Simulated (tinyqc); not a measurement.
## Random telegraph noise from one oxide trap in a small MOSFET: time constants and noise against gate voltage

An acceptor-like trap exchanges electrons with the channel. Inversion charge Q = Cox u, u = n Vt W0(exp((Vg - VT)/(n Vt))), W0 the Lambert function, n = nf, Cox = eps0 eox/tox; linear regime Id = (W/L) mu Q Vd. Relative to threshold the surface potential rises by Vt ln(u/u0) and the oxide voltage by the rest of Vg - VT, with u0 = n Vt W0(1).

N = Cox u/q; dpsi = Vt ln(u/u0); E = E0 - dpsi - (xt/tox)(Vg - VT - dpsi); capture time tc = 1/[(N/zi) vth s0 exp(-xt/lt - EB/Vt)]; emission time te = tc exp(-E/Vt); occupancy te/(tc + te). A = W L; threshold step dV = q (1 - xt/tox)/(Cox A); gm/Id = 1/(u + n Vt); relative step dI/I = (gm/Id) dV + asc mu/A. fc = (1/tc + 1/te)/(2 pi); rms = (dI/I) sqrt(tc te)/(tc + te).

Inputs (values chosen for the exercise); values of the order met in silicon transistors: temperature T = 350 K; relative permittivity of the gate insulator (close to silicon dioxide) eox = 3.9; insulator thickness tox = 2.9 nm; depth of the trap from the channel interface xt = 1 nm; trap level above the channel Fermi level at threshold E0 = 0.21 eV; capture prefactor s0 = 2e-15 cm^2; capture barrier (lattice relaxation) EB = 0.41 eV; tunnelling decay length lt = 0.16 nm; thermal velocity vth = 1.5e7 cm/s; thickness of the inversion layer zi = 1.7 nm; threshold voltage VT = 0.26 V; body factor nf = 1.17; gate width W = 180 nm; gate length L = 74 nm; mobility mu = 220 cm^2/(V s); scattering coefficient of the charged trap asc = 2.2e-16 V s; drain voltage Vd = 0.02 V.

Constants: q = 1.602176634e-19 C, kB = 1.380649e-23 J/K, Vt = kB T/q, eps0 = 8.8541878128e-14 F/cm where lengths are in cm. Results are converted to the units shown.

Results:
```
Vg (V)	E (eV)	tc (s)	te (s)	occupancy	dI/I (%)	fc (Hz)	rms dI/I (%)
0.46	0.10135	0.0021218	7.3688e-5	0.033562	0.39520	2234.9	0.071175
0.52	0.074960	0.0015905	1.3248e-4	0.076890	0.31886	1301.4	0.084951
0.58	0.049696	0.0012618	2.4288e-4	0.16142	0.26768	781.42	0.098483
0.64	0.025204	0.0010409	4.5133e-4	0.30245	0.23140	505.53	0.10628
0.76	-0.022238	7.6589e-4	0.0016010	0.67641	0.18391	307.22	0.086042
0.82	-0.045420	6.7512e-4	0.0030437	0.81846	0.16765	288.03	0.064622
0.88	-0.068341	6.0305e-4	0.0058133	0.90601	0.15451	291.29	0.045089
0.94	-0.091048	5.4453e-4	0.011144	0.95341	0.14370	306.56	0.030285
```

Estimate the missing row, Vg = 0.7 V.

Computed row:
```
Vg (V)	E (eV)	tc (s)	te (s)	occupancy	dI/I (%)	fc (Hz)	rms dI/I (%)
0.7	0.0012722	8.8340e-4	8.4691e-4	0.48946	0.20452	368.09	0.10224
```

With this row back in the table: tc falls from 0.00212 to 5.45e-4 s as the channel fills and te rises from 7.37e-5 to 0.0111 s; they are equal at Vg = 0.703 V, where E = 0. The rms noise goes from 0.0712 through a maximum of 0.106 (at Vg = 0.64 V among the rows listed) to 0.0303 %. The slope -Vt d ln(tc/te)/dVg is 0.440 between the first two rows and 0.378 between the last two; it tends to xt/tox = 0.345 only when the surface potential stops moving.

Range of the model: VT is taken as given; short-channel effects and the uneven flow of current among few electrons are left out.

tinyqc, about 0.01 s, one thread, Intel Xeon 2.30GHz (shared host): `OMP_NUM_THREADS=1 python tinyqc.py 2710026 2710027 out.jsonl`
